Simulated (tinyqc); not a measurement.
Comparisons within one model: thresholds of impact ionisation and Auger recombination from band masses. A value that a table varies takes the place of the one given here.

Parabolic bands, no phonon. At threshold the three slow carriers share one velocity. With M their total mass and m4 the mass of the fast carrier, the fast carrier has the kinetic energy E_T = G M/(M - m4) and the slow ones together E_a = G m4/(M - m4), the activation energy of the Auger rate. CCCH (fast electron): G = Eg, M = 2 me + mh, m4 = me. CHHS (hole into the split-off band): G = Eg - Dso, M = 2 mh + me, m4 = ms; this form holds for Eg > Dso (below, the process needs about Dso - Eg and is marked by a dash). CHHL (hole into the light band): G = Eg, M = 2 mh + me, m4 = ml. CHHH (fast heavy hole): G = Eg, M = 2 mh + me, m4 = mh.

Non-parabolic fast electron: E (1 + alpha E) = c k^2/me with alpha = (1 - me)^2/Eg; the slow carriers stay parabolic, so E_T = Eg + me E_T (1 + alpha E_T)/M, M = 2 me + mh (the root between Eg and 1.9 Eg).

Constants: kB = 8.617333262e-05 eV/K; hc = 1239.841984 eV nm.

Inputs chosen for the exercise (near those of InSb, gap at low temperature and not tied to T; not measured data):
- Eg = 0.228 eV (gap at Gamma to the s-like level)
- Dso = 0.801 eV (spin-orbit splitting)
- me = 0.0139 m0 (electron mass at Gamma)
- mh = 0.41 m0 (heavy-hole mass)
- ms = 0.114 m0 (split-off mass)
- ml = 0.0153 m0 (light-hole mass)
- T = 400 K (temperature)

## The gap of an alloy series

Eg is varied with me and ml proportional to it; mh, ms and Dso are kept. E_a of three processes; wavelength hc/Eg.

Results:
```
Eg (eV)  wavelength (micrometre)      me  CCCH (meV)  CCCH non-parabolic (meV)  CHHS (meV)  CHHL (meV)  log10 exp(-E_a/kT), non-parabolic
0.068                      18.23  0.0041         0.7                       1.4           -         0.4                              -0.02
0.114                      10.88  0.0069         1.9                       3.9           -         1.1                              -0.05
0.171                       7.25  0.0104         4.2                       8.8           -         2.4                              -0.11
0.228                       5.44  0.0139         7.5                      15.8           -         4.3                              -0.20
0.285                       4.35  0.0174        11.6                      24.8           -         6.7                              -0.31
0.365                       3.40  0.0223        18.8                      41.0           -        10.9                              -0.52
0.456                       2.72  0.0278        29.0                      64.6           -        17.1                              -0.81
```

E_a of CCCH goes nearly as Eg^2 (power 1.97 over the table), as both G and me grow; the non-parabolic value goes with the power 2.02, and its Boltzmann factor spans 0.8 decades; rows with E_a far above kT are formal, since phonon-assisted processes and side valleys rule there. All rows have Eg below Dso = 0.801 eV; the nearest is 0.35 eV from the CHHS resonance.

## The mass ratio

mu = me/mh is varied; thresholds in units of Eg for ionisation started by an electron, (1 + 2 mu)/(1 + mu), and by a heavy hole, (2 + mu)/(1 + mu).

Results:
```
mu     electron (Eg)  hole (Eg)  electron (eV)  hole (eV)
0.034         1.0329     1.9671          0.235      0.449
0.120         1.1071     1.8929          0.252      0.432
0.130         1.1150     1.8850          0.254      0.430
0.630         1.3865     1.6135          0.316      0.368
1.000         1.5000     1.5000          0.342      0.342
1.200         1.5455     1.4545          0.352      0.332
2.300         1.6970     1.3030          0.387      0.297
```

The two thresholds add up to 3 Eg in every row and are equal, 3/2 Eg, at mu = 1. The lighter carrier has the lower threshold; in the first row the two differ by 0.213 eV, which would favour one carrier in avalanche multiplication. Real ionisation rates depend on the whole band structure and can be nearly equal although the edge masses differ.

## What each parameter does

Activation energies. Each row changes one parameter from the base and keeps the others.

Results:
```
case             CCCH (meV)  CCCH non-parabolic (meV)  CHHL (meV)
base                   7.48                     15.79        4.26
Eg = 0.2508 eV         8.22                     17.37        4.69
Dso = 0.8811 eV        7.48                     15.79        4.26
me = 0.0153 m0         8.20                     17.42        4.25
mh = 0.369 m0          8.28                     17.62        4.74
ms = 0.1254 m0         7.48                     15.79        4.26
ml = 0.0138 m0         7.48                     15.79        3.84
```

The largest shifts from the base row, up to three for each result and ties (the steps differ in size, so this ranks the rows, not the parameters). CCCH (meV): mh +0.80, Eg +0.75, me +0.73; unchanged at the printed digits by Dso, ms and ml. CCCH non-parabolic (meV): mh +1.83, me +1.63, Eg +1.58; unchanged at the printed digits by Dso, ms and ml. CHHL (meV): mh +0.47, Eg +0.43, ml -0.42; unchanged at the printed digits by Dso and ms.

Run: tinyqc, `OMP_NUM_THREADS=1 python tinyqc.py 1880408 1880409 out.jsonl`; Intel(R) Xeon(R) Processor @ 2.30GHz, one thread, shared host; about 0.01 s of CPU time with all checks.
